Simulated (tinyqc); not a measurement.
Mesh and choice of bands: charge neutrality level from zone-averaged pseudopotential bands.

Empirical pseudopotential on the fcc lattice, atoms at +/- tau, tau = a (1,1,1)/8, no spin-orbit coupling. H(G,G') = c (2 pi/a)^2 |k + G|^2 delta + VS(q) cos(q.tau) + i VA(q) sin(q.tau), q = G - G', c = hbar^2/2m0; k and G in units of 2 pi/a; VS at |q|^2 = 3, 8, 11 and VA at 3, 4, 11, in rydberg, zero elsewhere. At each k the basis holds all G with |k + G|^2 up to 16; energies are counted from the fourth level at Gamma.

Mesh: k = sum_i (n_i + 1/2)/N b_i, n_i = 0 ... N - 1, b = (-1,1,1), (1,-1,1), (1,1,-1); points with the same sorted |kx|, |ky|, |kz| after folding to the shortest k + G are joined, with their count as weight. Neutrality (branch-point) level: E_N = (1/2) mean over k of [E5 + (E3 + E4)/2], E_n the n-th level from below.

Constants: hbar^2/2m0 = 3.80998211 eV angstrom^2; Ry = 13.60569312 eV.

Inputs chosen for the exercise (out of a larger set: classic local form factors of the size used for InP, without spin-orbit coupling; not measured data): a = 5.875 angstrom (lattice constant); VS = (-0.228, 0.011, 0.059) Ry (symmetric form factors); VA = (0.07, 0.05, 0.009) Ry (antisymmetric form factors).

E_N with E5 alone, and with (E5 + E6)/2 in its place.

Results:
```
N  joined points  E_N (eV)  E_N, two conduction bands (eV)
1              1    0.5794                          1.3411
2              2    0.6188                          1.2481
3              6    0.8219                          1.1586
4             10    0.7958                          1.1732
5             19    0.8041                          1.1660
```

What does the comparison show, and why?

For scale, the lowest gap of this set is 1.60 eV. Against N = 5 the errors are -225, -185, +18 and -8 meV for N = 1 to 4 (N = 1 is the L point alone). Taking the second conduction band in moves E_N by +0.36 eV, more than the mesh error at N = 2: the definition, not the mesh, limits the estimate. Local form factors place the indirect gaps only to a few tenths of an eV, and E_N moves with them.

tinyqc: `OMP_NUM_THREADS=1 python tinyqc.py 1880664 1880665 out.jsonl`; about 0.09 s, one thread, shared Intel(R) Xeon(R) Processor @ 2.30GHz.
